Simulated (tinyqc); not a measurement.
A tight-binding chain with uneven site energies, recursive Green functions: two steps of the calculation.

The device has N = 5 slices of 1 site(s), nearest-neighbour hopping -t, and site energies U; the leads are semi-infinite continuations with site energy 0. V = <i+1|H|i> = -t 1.

Values chosen for this exercise:

| symbol | value | unit | meaning |
|---|---|---|---|
| t | 1 | eV | hopping (matrix element -t) |
| U | [-0.12, 1.79, 0.13, -0.32, 0.73] | eV | site energies, slice by slice |
| E | 0.76 | eV | energy |

Problem 1. Forward pass. Forward pass: g_1 = (E - H_1 - Sigma)^(-1), g_i = (E - H_i - V g_(i-1) V^dagger)^(-1), with Sigma also subtracted on the last slice; G_(i,1) = g_i V G_(i-1,1), starting from g_1. H_i is the block of slice i, its site energy.

Sigma = 0.38000000-0.92498649i eV

Wanted: g_i; G_(i,1) of the forward pass.

Solution 1.

```
site       g_i (1/eV)  G_(i,1) of the forward pass (1/eV)
1      0.4522-0.8366i                      0.4522-0.8366i
2     -0.5116-0.2888i                      0.4730-0.2975i
3      0.8232-0.2083i                     -0.3275+0.3434i
4      2.3493-1.9055i                      0.1150-1.4307i
5     -0.1764-0.1850i                      0.2850-0.2312i
```

Problem 2. Backward pass. Backward pass: G_NN = g_N, G_ii = g_i + g_i V^dagger G_(i+1,i+1) V g_i; local density of states -Im G_ii/pi on each site.

g_i, site 1 to 5 (1/eV): 0.4522431-0.8366376i  -0.5116464-0.2887938i  0.8232483-0.2082510i  2.3492719-1.9054914i  -0.1764498-0.1850267i

Wanted: G_ii; local density of states.

Solution 2.

```
site      G_ii (1/eV)  local density of states (1/eV)
1      0.3843-0.6399i                          0.2037
2     -0.1409-0.1820i                          0.0579
3      0.8199-0.7598i                          0.2419
4      0.3596-0.6751i                          0.2149
5     -0.1764-0.1850i                          0.0589
```

A site of an infinite clean chain has 1/(pi sqrt(4 t^2 - x^2)) = 0.172 1/eV at this energy (x counted from the band centre); the device goes from 0.0579 (site 2) to 0.242 (site 3).

tinyqc, about 0.01 s, one thread, Intel Xeon 2.30GHz (shared host): `OMP_NUM_THREADS=1 python tinyqc.py 2660029 2660030 out.jsonl`
